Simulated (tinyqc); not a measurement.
## Isotype n-N heterojunction, non-linear Poisson equation by Newton steps, Boltzmann statistics: starts and damping rules compared

One dimension, material 1 (n-type) at x < 0 and material 2 (n-type) at x > 0. Band edges: Ec = -psi in material 1 and -psi + dEc in material 2, Ev = Ec - Eg. Equilibrium, Fermi level at 0. n = Nc F((EFn - Ec)/Vt), p = Nv F((Ev - EFp)/Vt), with F(eta) = exp(eta) (Boltzmann statistics); full ionisation, no interface charge, classical densities; the doping types are chosen for the exercise.

a_i = eps0 eps_r/h_i for the interval from node i to i + 1, with h_i = x_(i+1) - x_i in cm.

n_i = Nc F(a_n), a_n = (V - Ec_i)/Vt; p_i = Nv F(a_p), a_p = (Ec_i - Eg)/Vt; rho_i = p_i - n_i + C_i with C = +N1 or +N2; g_i = (n_i + p_i)/Vt. Box widths w_i = (h_(i-1) + h_i)/2 in cm. Residual F_i = a_i (psi_(i+1) - psi_i) - a_(i-1) (psi_i - psi_(i-1)) + q rho_i w_i; Jacobian: a_(i-1) and a_i beside the diagonal, b_i = -a_(i-1) - a_i - q g_i w_i on it. The two end nodes are fixed.

Iterations until the largest undamped |d| is below 1e-9 V (the last, tiny step is counted), with a cap of 100; "overflow" would mean that an exponential left the range of double precision. Starts:
- neutral: psi_L on the nodes of material 1 and psi_R on those of material 2.
- smooth: psi_L + (psi_R - psi_L)(1 + tanh(x/s))/2 on the inner nodes with s = 61 nm, psi_L and psi_R on the ends.
- linear: A straight line in x from psi_L to psi_R.

Rules for the step d, which solves the tridiagonal system a_(i-1) d_(i-1) + b_i d_i + a_i d_(i+1) = -F_i:
- full Newton steps: the full step is added.
- logarithmic damping: each component d is damped to sign(d) Vt ln(1 + |d|/Vt) before it is added.
- steps capped at 4 Vt: if the largest |d| exceeds 4 Vt, the whole step is scaled down so that it equals 4 Vt.
- halved steps: half of the step is added while the largest |d| exceeds 1.5 Vt, the full step after that.

Values chosen for this exercise; band and dielectric values close to those of InAlAs and InP:
```
symbol,value,unit,meaning
T,300,K,temperature
Eg1,1.43,eV,band gap of material 1
er1,12.5,,relative permittivity of material 1
Nc1,5e17,cm^-3,conduction-band density of states of material 1
Nv1,9.99e18,cm^-3,valence-band density of states of material 1
Eg2,1.36,eV,band gap of material 2
er2,12.3,,relative permittivity of material 2
Nc2,5.65e17,cm^-3,conduction-band density of states of material 2
Nv2,1.09e19,cm^-3,valence-band density of states of material 2
dEc,-0.28,eV,conduction-band offset Ec2 - Ec1
N1,2.3e16,cm^-3,donor density of material 1
N2,1.5e16,cm^-3,donor density of material 2
V,0,V,bias of side 1 against side 2
```

Constants: q = 1.602176634e-19 C, kB = 1.380649e-23 J/K, Vt = kB T/q, eps0 = 8.8541878128e-14 F/cm where lengths are in cm. Results are converted to the units shown.

```
node  x (nm)  material
0       -369         1
1       -227         1
2       -135         1
3      -74.1         1
4      -34.5         1
5       -8.5         1
6        8.5         2
7       34.3         2
8       73.5         2
9        133         2
10       223         2
11       360         2
```

eps_r, interval 0 to 10: 12.5  12.5  12.5  12.5  12.5  12.3992  12.3  12.3  12.3  12.3  12.3
psi_L = -0.0796013 V
psi_R = -0.373811 V

Iterations needed:
```
         full Newton steps  logarithmic damping  steps capped at 4 Vt  halved steps
neutral                  9                   10                     8             8
smooth                   8                   10                     8             8
linear                  13                   12                    10            10
```

The fewest iterations, 8, are needed by steps capped at 4 Vt from the neutral start and halved steps from the neutral start and full Newton steps from the smooth start and steps capped at 4 Vt from the smooth start and halved steps from the smooth start. Every pairing converges. Lowest count for the worst start: steps capped at 4 Vt, at most 10 iterations.

tinyqc, about 0.04 s, one thread, Intel Xeon 2.30GHz (shared host): `OMP_NUM_THREADS=1 python tinyqc.py 2040125 2040126 out.jsonl`
